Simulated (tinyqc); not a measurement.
Reflectance at normal incidence against thickness.

Normal incidence on air, film (n1) and substrate (N2 = n2 - i k2): r01 = (1 - n1)/(1 + n1), r12 = (n1 - N2)/(n1 + N2), amplitude (r01 + r12 X)/(1 + r01 r12 X), X = exp(-4 pi i n1 d/lam), R its squared modulus, phase from 0 to 360 degrees.

Values chosen for this exercise:
```
symbol   value  unit                                  meaning
lam        800    nm                               wavelength
n1       1.306                  index of the transparent film
n2       3.692                         index of the substrate
k2      0.0065        extinction coefficient of the substrate
```

Reflectance at normal incidence against thickness:

| d (nm) | R (%) | phase of the reflected amplitude (degrees) |
|---|---|---|
| 0 | 32.92 | 179.9 |
| 39 | 30.55 | 146.1 |
| 78 | 24.16 | 107.5 |
| 116 | 16.85 | 59.68 |
| 155 | 13.55 | 356.7 |
| 194 | 17.50 | 294.8 |
| 232 | 24.91 | 248.3 |
| 271 | 30.99 | 210.4 |
| 310 | 32.90 | 176.8 |

What does the comparison show?

R goes from 32.9 through a minimum of 13.6 (at d = 155 nm among the rows listed) to 32.9 %. At a quarter wave, d = 153 nm, R = 13.5 %; for a transparent substrate it would vanish for n1 = sqrt(n2) = 1.92.

Computed by the program tinyqc: `OMP_NUM_THREADS=1 python tinyqc.py 2870101 2870102 out.jsonl`, one thread of a shared Intel Xeon 2.30GHz, about 0.01 s for the whole run.
